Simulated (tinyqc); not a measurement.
Chemically amplified photoresist: aerial image, acid generation, bake, development and line width. Changing the mean dose E. Computed by tinyqc, a small Python program. Command: `OMP_NUM_THREADS=1 python tinyqc.py 3010207 3010208 out.jsonl resist sweep`. One thread of a shared host (Intel(R) Xeon(R) Processor @ 2.30GHz), about 0.05 s of CPU time with the checks.

Lines and spaces of pitch p with a two-beam-like image; x = 0 is the middle of the bright space. The resist is positive and treated as uniform in depth.

Inputs (values chosen for the exercise, for a model resist at 13.5 nm): pitch p = 40 nm; image contrast c = 0.88; Dill parameter C = 0.021 cm^2/mJ; quencher load q, relative to the acid generator = 0.092; acid diffusivity D = 0.049 nm^2/s; bake time t = 90 s; amplification rate k_amp = 0.043 1/s; threshold protection m_th = 0.43; development selectivity n = 8; largest rate r_max = 710 nm/s; smallest rate r_min = 0.13 nm/s; resist thickness d = 30 nm; development time t_d = 30 s; photon energy = 91.84 eV; absorption coefficient alpha = 4.9 1/um.

Method:
- Dose E(x) = E [1 + c cos(2 pi x/p)]; acid h = 1 - exp(-C E(x)).
- Bake: the acid image is blurred by a Gaussian of variance sigma^2 = 2 D t (each Fourier term k of h, taken on 64 points, is multiplied by exp(-4 pi^2 k^2 D t/p^2)).
- Cosine coefficients: h(x) = sum_k h_k cos(2 pi k x/p).
- The quencher then removes q, h_eff = max(h_blurred - q, 0); protection m = exp(-k_amp t h_eff).
- Mack rate r = r_max (a + 1)(1 - m)^n/(a + (1 - m)^n) + r_min, a = ((n + 1)/(n - 1))(1 - m_th)^n.
- Edge: vertical development clears the film where r t_d >= d; the space width is twice the x where r = d/t_d.
- Dose sensitivity = d ln(width)/d ln E from widths at 1.005 E and E/1.005; image log-slope at the edge = |d ln E/dx|, normalised by the width (NILS); latitude for 10 % of width = 10 %/sensitivity.
- The edge lies at x = width/2.
- Absorbed photons per volume N = E(edge) alpha/(photon energy), 1 mJ/cm^2 = 62.41509 eV/nm^2, alpha in 1/nm; a Gaussian blur averages over a volume V = (2 sqrt(pi) sigma)^3; relative noise 1/sqrt(N V); edge noise sigma_x = (dh/d ln E) noise/|dh/dx|, with both derivatives of the blurred acid at the edge.

One run for each value:
```
mean dose E (mJ/cm^2)  space width (nm)  dose sensitivity  edge noise from photons (nm)    NILS
5.43                              8.660            4.6962                        3.4088  0.4471
6.22                             13.001            2.0144                        2.2043  1.0498
7.01                             15.789            1.3277                        1.7711  1.6055
7.80                             17.865            1.0125                        1.5339  2.1229
8.59                             19.515            0.8312                        1.3808  2.6083
9.38                             20.882            0.7132                        1.2728  3.0663
10.20                            22.086            0.6278                        1.1898  3.5167
11.00                            23.102            0.5664                        1.1276  3.9344
11.80                            23.999            0.5193                        1.0785  4.3329
12.50                            24.704            0.4863                        1.0435  4.6675
```

What does the table show, and why?

Over the rows, space width (nm) rises from 8.66 to 24.7 (exponent d ln y / d ln x 3.0 between the first rows and 0.50 between the last); dose sensitivity falls from 4.70 to 0.486 (exponent d ln y / d ln x -6.2 between the first rows and -1.1 between the last); edge noise from photons (nm) falls from 3.41 to 1.04 (exponent d ln y / d ln x -3.2 between the first rows and -0.57 between the last). More dose moves the clearing threshold out along the image, so the space widens.

Caution (all rows): lateral development, standing waves and the joint diffusion of acid and quencher are left out, so widths are indicative. Caution (all rows): the noise counts photons alone (acid and quencher statistics add to it) and takes the film as thicker than the blur; a thinner film averages in two dimensions only.
